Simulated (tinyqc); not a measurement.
Inputs raised by 5 %, one at a time: microkinetic model of a Langmuir-Hinshelwood surface reaction A + (1/2) B2 = AB with Bronsted-Evans-Polanyi barriers. Computed by tinyqc, a small Python program. Command: `OMP_NUM_THREADS=1 python tinyqc.py 3010931 3010932 out.jsonl microkin sens`. One thread of a shared host (Intel(R) Xeon(R) Processor @ 2.30GHz), about 0.01 s of CPU time with the checks.

A adsorbs in equilibrium; B2 dissociates irreversibly on two free sites; adsorbed A and B react irreversibly and AB leaves at once. theta_A + theta_B + theta_* = 1.

Inputs (values chosen for the exercise, for a model catalyst):

| quantity | value | unit |
|---|---|---|
| adsorption energy of A, E_A | -0.895 | eV |
| adsorption energy per B atom, E_B | -1.4 | eV |
| entropy loss of A, S_A | 1.4 | meV/K |
| entropy loss of B2, S_B | 2 | meV/K |
| slope a1 of the dissociation barrier | 0.74 | - |
| intercept b1 | 1.1 | eV |
| slope a2 of the reaction barrier | 0.42 | - |
| intercept b2 | 0.25 | eV |
| pressure p_A | 0.33 | bar |
| pressure p_B | 0.21 | bar |
| temperature T | 475 | K |

Constants: k_B = 8.617333262e-05 eV/K; hbar = 6.582119569e-16 eV s.

Method. K_A = exp(-(E_A + T S_A)/(k_B T)) per bar; barriers E1 = max(b1 + a1 2 E_B, 0), E2 = b2 - a2 (E_A + E_B); k1 = (k_B T/h) exp(-S_B/k_B) exp(-E1/(k_B T)) per bar, k2 = (k_B T/h) exp(-E2/(k_B T)), h = 2 pi hbar. theta_A = K_A p_A theta_*; 2 k1 p_B theta_*^2 = k2 theta_A theta_B, so theta_B = w theta_* with w = 2 k1 p_B/(k2 K_A p_A); theta_* = 1/(1 + K_A p_A + w); rate r = k2 theta_A theta_B.

Runs:

| input moved | from | to | rate r (1/s per site) | theta_* | theta_A | theta_B |
|---|---|---|---|---|---|---|
| base run | - | - | 0.03846 | 0.010541 | 0.95875 | 0.03071 |
| adsorption energy of A, E_A (eV) | -0.895 | -0.93975 | 0.00461 | 0.003650 | 0.99071 | 0.00564 |
| adsorption energy per B atom, E_B (eV) | -1.4 | -1.47 | 0.03609 | 0.010211 | 0.92877 | 0.06101 |
| intercept b2 (eV) | 0.25 | 0.2625 | 0.03763 | 0.010427 | 0.94835 | 0.04123 |
| pressure p_A (bar) | 0.33 | 0.3465 | 0.03512 | 0.010073 | 0.96198 | 0.02795 |
| pressure p_B (bar) | 0.21 | 0.2205 | 0.04026 | 0.010525 | 0.95728 | 0.03220 |
| temperature T (K) | 475 | 498.75 | 0.29464 | 0.028474 | 0.91428 | 0.05725 |
| entropy loss of A, S_A (meV/K) | 1.4 | 1.47 | 0.15064 | 0.020862 | 0.84219 | 0.13695 |

Exponents ln(y'/y) / ln(x'/x):

| input | rate r | theta_* | theta_A | theta_B |
|---|---|---|---|---|
| adsorption energy of A, E_A | -43.471 | -21.735 | 0.672 | -34.732 |
| adsorption energy per B atom, E_B | -1.302 | -0.651 | -0.651 | 14.070 |
| intercept b2 | -0.447 | -0.224 | -0.224 | 6.036 |
| pressure p_A | -1.862 | -0.931 | 0.069 | -1.931 |
| pressure p_B | 0.937 | -0.031 | -0.031 | 0.969 |
| temperature T | 41.734 | 20.367 | -0.973 | 12.763 |
| entropy loss of A, S_A | 27.985 | 13.992 | -2.657 | 30.642 |

Among the inputs moved here: rate r answers most in size to adsorption energy of A, E_A (exponent -43.471), next to temperature T (+41.734). theta_* answers most in size to adsorption energy of A, E_A (exponent -21.735), next to temperature T (+20.367). theta_A answers most in size to entropy loss of A, S_A (exponent -2.657), next to temperature T (-0.973). theta_B answers most in size to adsorption energy of A, E_A (exponent -34.732), next to entropy loss of A, S_A (+30.642).

Caution (all rows): the linear relation gives a negative E1, which is set to zero: dissociation is not activated.
